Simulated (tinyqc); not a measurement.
UHF in the sto-6g basis, for H6, spin multiplicity 1, step by step. One step of it, computed by the program tinyqc.

Problem. Iteration 1: building the Fock matrix. J_ij = sum D_kl (ij|kl) with D = D(alpha) + D(beta), K_ij = sum D_kl (ik|jl) for each spin; F = H + J - K(s); E = tr D H + tr D J / 2 - 0.5 sum_s tr D(s) K(s) + E_nn.

D(alpha) at the start:
```
           1H 1s      2H 1s      3H 1s      4H 1s      5H 1s      6H 1s
1H 1s   0.023791   0.033758   0.019720   0.036350  -0.111302  -0.056827
2H 1s   0.033758   0.413727   0.355438  -0.355151  -0.058226   0.096217
3H 1s   0.019720   0.355438   0.470075  -0.064320   0.070391   0.102129
4H 1s   0.036350  -0.355151  -0.064320   0.960314  -0.157684  -0.298665
5H 1s  -0.111302  -0.058226   0.070391  -0.157684   0.581418   0.309907
6H 1s  -0.056827   0.096217   0.102129  -0.298665   0.309907   0.221741
```

D(beta) at the start:
```
           1H 1s      2H 1s      3H 1s      4H 1s      5H 1s      6H 1s
1H 1s   0.221741   0.309907  -0.298665   0.102129   0.096217  -0.056827
2H 1s   0.309907   0.581418  -0.157684   0.070391  -0.058226  -0.111302
3H 1s  -0.298665  -0.157684   0.960314  -0.064320  -0.355151   0.036350
4H 1s   0.102129   0.070391  -0.064320   0.470075   0.355438   0.019720
5H 1s   0.096217  -0.058226  -0.355151   0.355438   0.413727   0.033758
6H 1s  -0.056827  -0.111302   0.036350   0.019720   0.033758   0.023791
```

core Hamiltonian H = T + V (hartree):
```
           1H 1s      2H 1s      3H 1s      4H 1s      5H 1s      6H 1s
1H 1s  -1.575306  -1.016461  -0.174833  -0.029885  -0.002466  -0.000259
2H 1s  -1.016461  -1.882052  -0.806379  -0.182983  -0.019063  -0.002466
3H 1s  -0.174833  -0.806379  -2.008683  -1.141050  -0.182983  -0.029885
4H 1s  -0.029885  -0.182983  -1.141050  -2.008683  -0.806379  -0.174833
5H 1s  -0.002466  -0.019063  -0.182983  -0.806379  -1.882052  -1.016461
6H 1s  -0.000259  -0.002466  -0.029885  -0.174833  -1.016461  -1.575306
```

Two-electron integrals (ij|kl) in chemists' order, unique and non-zero (hartree):
```
(11|11) 0.774999   (21|11) 0.299895   (21|21) 0.149443   (22|11) 0.471246
(22|21) 0.299895   (22|22) 0.774999   (31|11) 0.032081   (31|21) 0.017883
(31|22) 0.041729   (31|31) 0.002655   (32|11) 0.113554   (32|21) 0.073469
(32|22) 0.202700   (32|31) 0.013161   (32|32) 0.074752   (33|11) 0.230701
(33|21) 0.144536   (33|22) 0.399197   (33|31) 0.032081   (33|32) 0.202700
(33|33) 0.774999   (41|11) 0.004183   (41|21) 0.002373   (41|22) 0.005670
(41|31) 0.000384   (41|32) 0.002005   (41|33) 0.005670   (41|41) 0.000060
(42|11) 0.019077   (42|21) 0.011935   (42|22) 0.032081   (42|31) 0.002271
(42|32) 0.013161   (42|33) 0.041729   (42|41) 0.000384   (42|42) 0.002655
(43|11) 0.092101   (43|21) 0.055142   (43|22) 0.144536   (43|31) 0.011935
(43|32) 0.073469   (43|33) 0.299895   (43|41) 0.002373   (43|42) 0.017883
(43|43) 0.149443   (44|11) 0.159772   (44|21) 0.092101   (44|22) 0.230701
(44|31) 0.019077   (44|32) 0.113554   (44|33) 0.471246   (44|41) 0.004183
(44|42) 0.032081   (44|43) 0.299895   (44|44) 0.774999   (51|11) 0.000254
(51|21) 0.000148   (51|22) 0.000365   (51|31) 0.000026   (51|32) 0.000139
(51|33) 0.000425   (51|41) 4.34e-06   (51|42) 0.000029   (51|43) 0.000196
(51|44) 0.000386   (51|51) 3.37e-07   (52|11) 0.001569   (52|21) 0.000951
(52|22) 0.002485   (52|31) 0.000183   (52|32) 0.001056   (52|33) 0.003516
(52|41) 0.000033   (52|42) 0.000232   (52|43) 0.001697   (52|44) 0.003516
(52|51) 2.71e-06   (52|52) 0.000023   (53|11) 0.011731   (53|21) 0.006776
(53|22) 0.017025   (53|31) 0.001386   (53|32) 0.008187   (53|33) 0.032081
(53|41) 0.000282   (53|42) 0.002098   (53|43) 0.017883   (53|44) 0.041729
(53|51) 0.000026   (53|52) 0.000232   (53|53) 0.002655   (54|11) 0.047618
(54|21) 0.026662   (54|22) 0.064497   (54|31) 0.005197   (54|32) 0.029617
(54|33) 0.113554   (54|41) 0.001100   (54|42) 0.008187   (54|43) 0.073469
(54|44) 0.202700   (54|51) 0.000112   (54|52) 0.001056   (54|53) 0.013161
(54|54) 0.074752   (55|11) 0.115490   (55|21) 0.063168   (55|22) 0.148602
(55|31) 0.011731   (55|32) 0.064497   (55|33) 0.230701   (55|41) 0.002367
(55|42) 0.017025   (55|43) 0.144536   (55|44) 0.399197   (55|51) 0.000254
(55|52) 0.002485   (55|53) 0.032081   (55|54) 0.202700   (55|55) 0.774999
(61|11) 0.000020   (61|21) 0.000012   (61|22) 0.000030   (61|31) 2.24e-06
(61|32) 0.000013   (61|33) 0.000041   (61|41) 4.00e-07   (61|42) 2.77e-06
(61|43) 0.000020   (61|44) 0.000041   (61|51) 3.29e-08   (61|52) 2.75e-07
(61|53) 2.77e-06   (61|54) 0.000013   (61|55) 0.000030   (62|11) 0.000168
(62|21) 0.000099   (62|22) 0.000254   (62|31) 0.000019   (62|32) 0.000112
(62|33) 0.000386   (62|41) 3.61e-06   (62|42) 0.000026   (62|43) 0.000196
(62|44) 0.000425   (62|51) 3.12e-07   (62|52) 2.71e-06   (62|53) 0.000029
(62|54) 0.000139   (62|55) 0.000365   (62|61) 3.29e-08   (62|62) 3.37e-07
(63|11) 0.001703   (63|21) 0.000964   (63|22) 0.002367   (63|31) 0.000191
(63|32) 0.001100   (63|33) 0.004183   (63|41) 0.000038   (63|42) 0.000282
(63|43) 0.002373   (63|44) 0.005670   (63|51) 3.61e-06   (63|52) 0.000033
(63|53) 0.000384   (63|54) 0.002005   (63|55) 0.005670   (63|61) 4.00e-07
(63|62) 4.34e-06   (63|63) 0.000060   (64|11) 0.008959   (64|21) 0.004939
(64|22) 0.011731   (64|31) 0.000933   (64|32) 0.005197   (64|33) 0.019077
(64|41) 0.000191   (64|42) 0.001386   (64|43) 0.011935   (64|44) 0.032081
(64|51) 0.000019   (64|52) 0.000183   (64|53) 0.002271   (64|54) 0.013161
(64|55) 0.041729   (64|61) 2.24e-06   (64|62) 0.000026   (64|63) 0.000384
(64|64) 0.002655   (65|11) 0.050445   (65|21) 0.027244   (65|22) 0.063168
(65|31) 0.004939   (65|32) 0.026662   (65|33) 0.092101   (65|41) 0.000964
(65|42) 0.006776   (65|43) 0.055142   (65|44) 0.144536   (65|51) 0.000099
(65|52) 0.000951   (65|53) 0.011935   (65|54) 0.073469   (65|55) 0.299895
(65|61) 0.000012   (65|62) 0.000148   (65|63) 0.002373   (65|64) 0.017883
(65|65) 0.149443   (66|11) 0.094445   (66|21) 0.050445   (66|22) 0.115490
(66|31) 0.008959   (66|32) 0.047618   (66|33) 0.159772   (66|41) 0.001703
(66|42) 0.011731   (66|43) 0.092101   (66|44) 0.230701   (66|51) 0.000168
(66|52) 0.001569   (66|53) 0.019077   (66|54) 0.113554   (66|55) 0.471246
(66|61) 0.000020   (66|62) 0.000254   (66|63) 0.004183   (66|64) 0.032081
(66|65) 0.299895   (66|66) 0.774999
```

nuclear repulsion = 4.10573387 hartree

Give: Coulomb J; exchange K(alpha); exchange K(beta); F(alpha); F(beta); total energy of this density.

Solution.

Coulomb J (hartree):
```
        1H 1s   2H 1s   3H 1s   4H 1s   5H 1s   6H 1s
1H 1s  1.5975  0.9100  0.1524  0.0258  0.0020  0.0002
2H 1s  0.9100  2.2260  0.8272  0.1741  0.0170  0.0020
3H 1s  0.1524  0.8272  2.6472  1.2535  0.1741  0.0258
4H 1s  0.0258  0.1741  1.2535  2.6472  0.8272  0.1524
5H 1s  0.0020  0.0170  0.1741  0.8272  2.2260  0.9100
6H 1s  0.0002  0.0020  0.0258  0.1524  0.9100  1.5975
```

exchange K(alpha) (hartree):
```
         1H 1s    2H 1s   3H 1s   4H 1s    5H 1s    6H 1s
1H 1s   0.1143   0.1963  0.0939  0.0026  -0.0192  -0.0078
2H 1s   0.1963   0.5051  0.3096  0.0437  -0.0116   0.0033
3H 1s   0.0939   0.3096  0.5942  0.3851   0.0767   0.0134
4H 1s   0.0026   0.0437  0.3851  0.7483   0.2449   0.0403
5H 1s  -0.0192  -0.0116  0.0767  0.2449   0.6394   0.3917
6H 1s  -0.0078   0.0033  0.0134  0.0403   0.3917   0.4235
```

exchange K(beta) (hartree):
```
         1H 1s    2H 1s   3H 1s   4H 1s    5H 1s    6H 1s
1H 1s   0.4235   0.3917  0.0403  0.0134   0.0033  -0.0078
2H 1s   0.3917   0.6394  0.2449  0.0767  -0.0116  -0.0192
3H 1s   0.0403   0.2449  0.7483  0.3851   0.0437   0.0026
4H 1s   0.0134   0.0767  0.3851  0.5942   0.3096   0.0939
5H 1s   0.0033  -0.0116  0.0437  0.3096   0.5051   0.1963
6H 1s  -0.0078  -0.0192  0.0026  0.0939   0.1963   0.1143
```

F(alpha) (hartree):
```
         1H 1s    2H 1s    3H 1s    4H 1s    5H 1s    6H 1s
1H 1s  -0.0921  -0.3028  -0.1164  -0.0067   0.0187   0.0077
2H 1s  -0.3028  -0.1612  -0.2888  -0.0526   0.0096  -0.0037
3H 1s  -0.1164  -0.2888   0.0443  -0.2727  -0.0856  -0.0175
4H 1s  -0.0067  -0.0526  -0.2727  -0.1098  -0.2241  -0.0628
5H 1s   0.0187   0.0096  -0.0856  -0.2241  -0.2954  -0.4982
6H 1s   0.0077  -0.0037  -0.0175  -0.0628  -0.4982  -0.4013
```

F(beta) (hartree):
```
         1H 1s    2H 1s    3H 1s    4H 1s    5H 1s    6H 1s
1H 1s  -0.4013  -0.4982  -0.0628  -0.0175  -0.0037   0.0077
2H 1s  -0.4982  -0.2954  -0.2241  -0.0856   0.0096   0.0187
3H 1s  -0.0628  -0.2241  -0.1098  -0.2727  -0.0526  -0.0067
4H 1s  -0.0175  -0.0856  -0.2727   0.0443  -0.2888  -0.1164
5H 1s  -0.0037   0.0096  -0.0526  -0.2888  -0.1612  -0.3028
6H 1s   0.0077   0.0187  -0.0067  -0.1164  -0.3028  -0.0921
```

total energy of this density = -2.497858 hartree
